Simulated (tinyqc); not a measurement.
# Tail temperature from the power law

Question. When tail states hold most of the charge, the linear current goes as I = A (Vg - VT)^g with g = 2 Tt/T - 1. Find g, Tt and the tail width kB Tt.

Parameters, values chosen for the exercise:
- T = 290 K (temperature)

Constants: q = 1.602176634e-19 C, kB = 1.380649e-23 J/K, Vt = kB T/q. Results are converted to the units shown.

I at Vg - VT = 34 and 51 V (nA): [2335.6008, 5635.6198]

Solution. g is the slope of ln I against ln(Vg - VT).

g = 2.17
Tt = 460 K
kB Tt = 39.6 meV

Program tinyqc, `OMP_NUM_THREADS=1 python tinyqc.py 2610054 2610055 out.jsonl`; Intel Xeon 2.30GHz, shared host, one thread, about 0.02 s.
